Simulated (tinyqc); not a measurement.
Single-oscillator infrared dielectric function of a polar cubic crystal: one step, computed by the program tinyqc.

One ion pair, charges +Z* and -Z*, in a cell of volume Omega = a^3/4. Frequencies omega are given as wavenumbers (1/cm); eps_s is the static dielectric constant.

Problem. LO frequency and static constant from the Born charge. mu = M_A M_B/(M_A + M_B); ionic plasma term W^2 = 4 pi Z*^2 (e^2/(4 pi eps_0))/(Omega mu) in eV/(angstrom^2 u), turned into 1/cm by W = 15.6333042 x 33.35640952 x sqrt(W^2); omega_LO^2 = omega_TO^2 + W^2/eps_inf; eps_s = eps_inf + W^2/omega_TO^2; Szigeti charge 3 Z*/(eps_inf + 2); longitudinal (Callen) charge Z*/eps_inf.

Inputs (values chosen for the exercise, modelled on aluminium arsenide): lattice constant a = 5.661 angstrom; mass M_A = 26.98 u; mass M_B = 74.92 u; omega_TO = 363 1/cm; Born charge Z* = 2.16 e; eps_inf = 8.35.

Structure: zinc blende. Free carriers: absent.

Constants: nu for 1 eV/(angstrom^2 u) = 15.6333042 THz; 1 THz = 33.35640952 1/cm; e^2/(4 pi eps_0) = 14.39964548 eV angstrom.

Give: reduced mass mu; W; omega_LO; eps_s; Szigeti charge; Callen charge.

Solution.

reduced mass mu = 19.84 u

W = 505.2 1/cm

omega_LO = 402.9 1/cm

eps_s = 10.29

Szigeti charge = 0.6261 e

Callen charge = 0.2587 e

omega_LO/omega_TO = 1.110; the ions supply 19 % of eps_s.
